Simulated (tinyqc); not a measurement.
Three voltage laws: time-dependent dielectric breakdown: cell percolation, Weibull statistics, area scaling and voltage extrapolation. Computed by tinyqc, a small Python program. Command: `OMP_NUM_THREADS=1 python tinyqc.py 3008309 3008310 out.jsonl tddb walk`. One thread of a shared host (Intel(R) Xeon(R) Processor @ 2.30GHz), about 0.01 s of CPU time with the checks.

The oxide is divided into columns of area a^2, each holding m = t_ox/a cells (m is taken as continuous). A share lambda(t) = (t/t_1)^alpha of the cells is defective, and a column whose cells are all defective breaks down.

Inputs (values chosen for the exercise, for a model gate oxide):

| quantity | value | unit |
|---|---|---|
| oxide thickness t_ox | 1.5 | nm |
| defect cell size a | 1.5 | nm |
| exponent alpha of defect growth | 0.9 | - |
| time t_1 at which the occupied share would reach 1 | 2.6e+10 | s |
| test area A | 0.2 | um^2 |
| product area A_u | 900000 | um^2 |
| stress voltage V | 2.05 | V |
| use voltage V_u | 0.85 | V |
| local exponent n = -d ln t/d ln V at the stress voltage | 45 | - |
| activation energy E_a | 0.83 | eV |
| stress temperature T | 125 | C |
| use temperature T_u | 55 | C |
| allowed failure fraction F | 0.0001 | - |

Voltage law used: 1/E.

Constants: k_B = 8.617333262e-05 eV/K.

Method:
- Failure fraction F = 1 - (1 - lambda^m)^N with N = A/a^2 columns, which for small lambda^m is 1 - exp(-(t/t63)^beta) with beta = alpha m and t63 = t_1 N^(-1/beta); critical share lambda(t63) = N^(-1/m). 1 um^2 = 1e6 nm^2.
- All three voltage laws share the slope n at the stress voltage. Factor t(V_u)/t(V): E law exp(n (1 - V_u/V)); 1/E law exp(n (V/V_u - 1)); power law (V/V_u)^n.
- Temperatures in kelvin are T(C) + 273.15.
- Temperature factor exp[(E_a/k_B)(1/T_u - 1/T)]; area factor (A/A_u)^(1/beta); percentile factor (-ln(1 - F))^(1/beta); life = t63 x all four; 1 year = 3.15576e7 s.
- Life = t63 x voltage, temperature, area and percentile factors, the last three as above.

projected life = 2.58155e+15 years

voltage factor = 3.89469e+27

Log10 of the life in years:

| V_u/V | V_u (V) | E law | 1/E law | power law |
|---|---|---|---|---|
| 1.00 | 2.0500 | -12.179 | -12.179 | -12.179 |
| 0.95 | 1.9475 | -11.201 | -11.150 | -11.176 |
| 0.90 | 1.8450 | -10.224 | -10.007 | -10.120 |
| 0.80 | 1.6400 | -8.270 | -7.293 | -7.818 |
| 0.70 | 1.4350 | -6.316 | -3.803 | -5.208 |
| 0.60 | 1.2300 | -4.361 | 0.850 | -2.195 |
| 0.50 | 1.0250 | -2.407 | 7.365 | 1.368 |
| 0.40 | 0.8200 | -0.453 | 17.136 | 5.729 |

What does the comparison show, and why?

At V_u/V = 0.9 the laws differ by 0.22 decades at most, and at 0.5 by 9.8. The E law is the most cautious and the 1/E law the most hopeful. Ten years are reached at V_u/V = 0.326 (E), 0.597 (1/E), 0.509 (power). Caution: t_1 is an input here; in a real oxide it changes with thickness at fixed voltage. Caution: a voltage factor of more than nine decades rests wholly on the chosen law and cannot be tested. Caution: the rows at low voltage extrapolate over many decades and cannot be tested.
